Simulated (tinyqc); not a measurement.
# Floating body of a partially depleted SOI transistor: body voltage and kink: what changes with what

Source at 0 V. Channel current Ic = 2 nf K Vt^2 [F(0) - F(Vd)](1 + la Vd), F(V) = ln^2(1 + exp((Vg - VT - nf V)/(2 nf Vt))), VT = VT0 - gb Vb. Saturation voltage Vs = 2 Vt sqrt(F(0)) + 3 Vt, excess Ve = (Vd - Vs + sqrt((Vd - Vs)^2 + 0.0004 V^2))/2, multiplication M1 = Ai Ve exp(-Bl/Ve). Each junction passes D(v) = J1 (exp(v/Vt) - 1) + J2 (exp(v/(2 Vt)) - 1). Bipolar current Ib = bb J1 (exp(Vb/Vt) - 1). The body settles where M1 (Ic + Ib) = D(Vb) + D(Vb - Vd) + Vb/Rb; drain current Id = (1 + M1)(Ic + Ib) - D(Vb - Vd).

Parameters, values chosen for the exercise; values of the order met in partially depleted silicon-on-insulator transistors:
```
symbol,value,unit,meaning
T,330,K,temperature
VT0,0.45,V,threshold at zero body voltage
gb,0.31,,fall of the threshold per volt of body voltage
nf,1.19,,slope factor
K,100,uA/(V^2 um),gain factor per width
la,0.05,1/V,channel-length modulation factor
Ai,3.11,1/V,impact-ionisation prefactor
Bl,7.4,V,impact-ionisation voltage
J1,1e-12,uA/um,diffusion saturation current of each junction
J2,1.5e-7,uA/um,recombination saturation current of each junction
bb,0.5,,gain of the lateral bipolar transistor on the diffusion current
Rb,2e5,kohm um,"resistance of a weak body tie to the source (1e9 stands for no tie, and the term is then dropped)"
Vg,0.52,V,gate voltage
Vd,1.4,V,drain voltage
```

Constants: q = 1.602176634e-19 C, kB = 1.380649e-23 J/K, Vt = kB T/q. Results are converted to the units shown.

Each table varies one quantity; the others keep the values above.

## Output curve and kink

Rows with more than one solution for Vb (latch) are left out; dId/dVd by a forward difference over 1e-4 V, swing = 1e-4 V over the change of log10 Id; M1 under 1e-12 is printed as 0.

Output curve and kink:
```
Vd (V)    Vb (V)        M1  Id, floating (uA/um)  Id, grounded (uA/um)  ratio  dId/dVd, floating (uS/um)  dId/dVd, grounded (uS/um)
0.84    0.002833  3.848e-5                0.3644                0.3593  1.014                     0.1087                    0.01748
1        0.03012  3.583e-4                0.4204                0.3622  1.161                     0.8125                    0.01887
1.16      0.2437  0.001181                 1.042                0.3655  2.851                      12.86                    0.02305
1.32      0.5670  0.002367                 2.751                0.3698  7.441                      4.868                    0.03156
1.48      0.6411  0.006432                 3.314                0.3758  8.818                      2.719                    0.04533
1.64      0.6824   0.01488                 3.698                0.3846  9.617                      2.198                    0.06450
1.8       0.7112   0.02976                 4.042                0.3967  10.19                      2.156                    0.08869
```

What does the table show?

Vb rises from 0.00283 to 0.711 V and the ratio of the currents rises from 1.01 to 10.2. The output conductance with a floating body exceeds the grounded value by the largest factor among the rows, 558, at Vd = 1.16 V, where Vb = 0.244 V and M1 = 0.00118.

## Transfer curve and swing

Same model as above.

Transfer curve and swing:
columns A: Vg (V); B: Vb (V); C: M1; D: Id, floating (uA/um); E: Id, grounded (uA/um); F: ratio; G: swing, floating (mV/decade); H: swing, grounded (mV/decade)
```
A           B         C         D         E      F      G      H
0    3.100e-5   0.01469  5.003e-7  5.002e-7  1.000  111.3  111.3
0.1  4.935e-5   0.01467  6.849e-6  6.846e-6  1.000  79.87  79.89
0.2  3.940e-4   0.01459  1.268e-4  1.263e-4  1.004  78.72  78.98
0.3  0.006688   0.01425  0.002370  0.002236  1.060  77.48  82.05
0.4    0.5672  0.007868    0.8337   0.03181  26.21  141.4  94.20
0.5    0.6085  0.004473     2.615    0.2654  9.854  272.8  130.3
0.6    0.6129  0.002404     5.224     1.116  4.681  401.7  201.1
0.7    0.6007  0.001202     8.570     2.859  2.997  536.8  297.9
0.8    0.5727  5.563e-4     12.52     5.532  2.263  689.6  406.8
```

What does the comparison show?

Vb goes from 3.10e-5 through a maximum of 0.613 (at Vg = 0.6 V among the rows listed) to 0.573 V. The smallest swing among the rows is 77.5 mV a decade with a floating body (at Vg = 0.3 V) and 79.0 with a grounded one; Vt ln 10 = 65.5. The floating swing is smaller by more than 3 % for Vg = 0.3 V, where the rising Vb lowers the threshold as Vg rises. In the first row the floating body raises the current by a factor of 1.00.

Range of the model: The multiplication law is an empirical form chosen for the exercise; self-heating and capacitive coupling to the body are left out, and the linear laws are rough once Vb passes about 0.7 V or M1 about 0.1.

Computed by the program tinyqc: `OMP_NUM_THREADS=1 python tinyqc.py 2182139 2182140 out.jsonl`, one thread of a shared Intel Xeon 2.30GHz, about 0.2 s for the whole run.
